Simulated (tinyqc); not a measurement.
Interface roughness in a thin film (subband fluctuation and scattering), step by step. Values are carried at full precision from step to step, so a last printed digit may differ when a step is redone from the rounded ones.

Square well of width t, barriers V0, c = hbar^2/2m0: E1 solves k t + 2 atan[(k/mz)/(kappa/mb)] = pi, k = sqrt(mz E/c), kappa = sqrt(mb (V0 - E)/c). One interface is rough, so the subband edge fluctuates by G dt with G = |dE1/dt| (central difference of 0.01 angstrom; 2 E1/t for hard walls).

Constants: hbar^2/2m0 = 3.80998211 eV angstrom^2; e^2/(4 pi eps0) = 14.39964547 eV angstrom; hbar = 6.58211957e-16 eV s.

Parameters, chosen for this exercise (near those of a thin Si channel on (100), two-fold valleys; not measured data):
```
symbol  value  unit         meaning
t       32     angstrom     film thickness
mz      0.923  m0           confinement mass
V0      2.92   eV           barrier
mb      0.5    m0           barrier mass
D       2.4    angstrom     rms height of the roughness
md      0.195  m0           mass in the plane
gv      2                   valleys
Lc      34     angstrom     correlation length
Ns      12     x 1e12/cm^2  sheet density
eps     7.6                 mean dielectric constant at the channel
Lg      150    angstrom     gate length
Wg      400    angstrom     gate width
```

## Sensitivity of the level to thickness

Give E1, G, the hard-wall values and the rms fluctuation G D.

E1 = 35.75 meV
G = |dE1/dt| = 2.1173 meV/angstrom

hard walls: E1 (meV) and G (meV/angstrom): 39.785  2.487

G D = 5.08 meV

Hard walls overstate G by a factor 1.17, and the scattering rate, which goes as G^2, by 1.38.

## The angular integrand

Gaussian roughness spectrum S(q) = pi D^2 Lc^2 exp(-q^2 Lc^2/4). Degenerate gas, taken to fill one subband (the second starts to fill once c kF^2/md exceeds E2 - E1, which is not tested here): kF = sqrt(2 pi Ns/gv), q = 2 kF sin(theta/2), 1/tau = (md/(2 pi c hbar)) G^2 times the integral from 0 to pi of S(q)(1 - cos theta)/eps(q)^2 dtheta, eps(q) = 1 + qs/q with screening (qs = gv md q0/(c eps), q0 = e^2/(4 pi eps0), form factors left out, which overstates the screening; other scattering is left out too, so these values lie far above measured mobilities in all but the thinnest films) or 1 without; mobility = tau c2/md with c2 = e/m0 = 1.75882e15 cm^2/(V s^2); 1e12/cm^2 = 1e-4/angstrom^2.

kF, qs, and exp(-q^2 Lc^2/4)(1 - cos theta) without and with the factor 1/eps^2 at theta = 30, 60, ..., 180 degrees.

kF = 0.06140 1/angstrom
qs = 0.1939 1/angstrom

Integrand:
```
theta  q (1/angstrom)    bare  eps(q)  screened
30             0.0318   0.100    7.10   0.00198
60             0.0614   0.168    4.16   0.00972
90             0.0868   0.113    3.23    0.0108
120            0.1063  0.0571    2.82   0.00716
150            0.1186  0.0320    2.64   0.00461
180            0.1228  0.0256    2.58   0.00385
```

kF Lc = 2.09: the spectrum cuts off large angles, and the bare integrand is largest at 60 degrees among these rows.

## Scattering time and mobility

Integrate over theta.

Results:
```
case      integral   tau (fs)  mobility (cm^2/(V s))
bare        0.2531       3405              3.071e+04
screened   0.01896  4.544e+04              4.099e+05
```

Screening raises the mobility by a factor 13.3. With it kF l = 1.02e+04, so by this rate the carriers are far from localisation. Phonons, and the gate field that presses carriers to the wall, limit real channels far below this value.

## Threshold variation

Averaged over an area A = Lg Wg much larger than Lc^2, the thickness varies by D sqrt(pi Lc^2/A), so sigma(Vt) = G D Lc sqrt(pi/A)/e; the Pelgrom coefficient is sigma sqrt(A) (1 micrometre = 1e4 angstrom).

rms of the mean thickness = 0.590 angstrom
sigma(Vt) = 1.250 mV
coefficient = 0.0306 mV micrometre

The electrostatic effect of the thickness is left out. Lc is not small against the gate, so the averaging formula overstates the variation.

## Checks

- G from the envelope at the wall, psi(t/2)^2 (E1 + c mz (kappa/mb)^2), against the difference quotient, meV/angstrom: both 2.117.
- Bare integral for Lc -> 0 against pi: both 3.1416.

Program tinyqc; command `OMP_NUM_THREADS=1 python tinyqc.py 1280493 1280494 out.jsonl`; about 0.01 s on one thread of a shared Intel(R) Xeon(R) Processor @ 2.30GHz.
